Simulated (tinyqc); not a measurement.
Octagonal on-chip spiral inductor, lumped pi model: one step of the calculation.

Outer diameter do = di + 2 n wd + 2 (n - 1) sp, mean da = (do + di)/2, fill p = (do - di)/(do + di), length l = 3.314 n da. L = 2.25 mu0 n^2 da/(1 + 3.55 p), mu0 = 4 pi 1e-7 H/m. Rs = rho l/(wd delta (1 - exp(-th/delta))), delta = sqrt(rho/(pi f mu0)). Cs = n wd^2 eps0 eo/hu across the coil. At each end Cox = l wd eps0 eo/(2 ho) leads to the substrate branch Rsi = 2 rs he/(l wd) in parallel with Csi = l wd eps0 11.7/(2 he). With one end grounded Y = 1/(Rs + i w L) + i w Cs + 1/[1/(i w Cox) + 1/(1/Rsi + i w Csi)], w = 2 pi f; Q = -Im Y/Re Y. Eddy currents in neighbouring turns and in the substrate are left out.

Question. Geometry and model elements. do, l, L, delta, Rs, Cs, Cox, Rsi and Csi as defined.

Inputs (values chosen for the exercise); values of the order met in silicon radio-frequency processes:

| symbol | value | unit | meaning |
|---|---|---|---|
| n | 4.5 |  | number of turns |
| wd | 6 | um | line width |
| sp | 2 | um | space between turns |
| di | 100 | um | inner diameter |
| th | 0.9 | um | metal thickness |
| rho | 1.9 | uohm cm | metal resistivity |
| ho | 6.8 | um | oxide below the coil |
| hu | 1.3 | um | oxide between coil and underpass |
| eo | 3.9 |  | relative permittivity of the oxide |
| rs | 20 | ohm cm | substrate resistivity |
| he | 50 | um | effective spreading depth in the substrate |
| f | 1 | GHz | frequency |

Constants: eps0 = 8.8541878128e-12 F/m. Results are converted to the units shown.

Find: do; l; L; delta; Rs; Cs; Cox; Rsi; Csi.

Answer.

do = 168.00 um
l = 1998.3 um
L = 4.0364 nH
delta = 2.1938 um
Rs = 8.5718 ohm
Cs = 4.3031 fF
Cox = 30.444 fF
Rsi = 1668.0 ohm
Csi = 12.421 fF

Program tinyqc, `OMP_NUM_THREADS=1 python tinyqc.py 2302052 2302053 out.jsonl`; Intel Xeon 2.30GHz, shared host, one thread, about 0.01 s.
